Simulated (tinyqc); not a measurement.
The basis set: RHF and MP2 along a ladder of basis sets, for BeH+, spin multiplicity 1. Computed by the program tinyqc with PySCF. 

Geometry (angstrom):

| atom | x | y | z |
|---|---|---|---|
| Be | 0.0000 | 0.0000 | 0.0000 |
| H | 0.0000 | 0.0000 | 1.2440 |

Same geometry throughout; the dipole is taken about the origin.

RHF and frozen-core MP2 in a ladder of bases:

| basis | functions | E(RHF) (hartree) | E(MP2 corr) (hartree) | HOMO (eV) | LUMO (eV) | dipole (debye) |
|---|---|---|---|---|---|---|
| sto-3g | 6 | -14.662134 | -0.012432 | -20.7124 | -7.2655 | 2.8045 |
| 3-21g | 11 | -14.758277 | -0.015119 | -20.7035 | -7.8474 | 2.7002 |
| 6-31g | 11 | -14.844133 | -0.015242 | -20.7607 | -7.7709 | 2.5742 |
| 6-31g** | 19 | -14.848513 | -0.024813 | -20.7134 | -7.7831 | 2.5854 |
| cc-pvdz | 19 | -14.847567 | -0.024908 | -20.7049 | -7.8697 | 2.6143 |
| cc-pvtz | 44 | -14.851528 | -0.029461 | -20.7458 | -7.8282 | 2.5930 |

From cc-pVDZ to cc-pVTZ the RHF energy falls by 4.0 mhartree and the correlation energy by 4.6. If valence correlation converges as X^-3, (27 E(T) - 8 E(D))/19 gives -0.0314 hartree, a rough estimate from such small X that usually falls short; STO-3G holds about 40 % of it. Beyond STO-3G the LUMO moves by 0.1 eV and the HOMO by 0.1 eV.
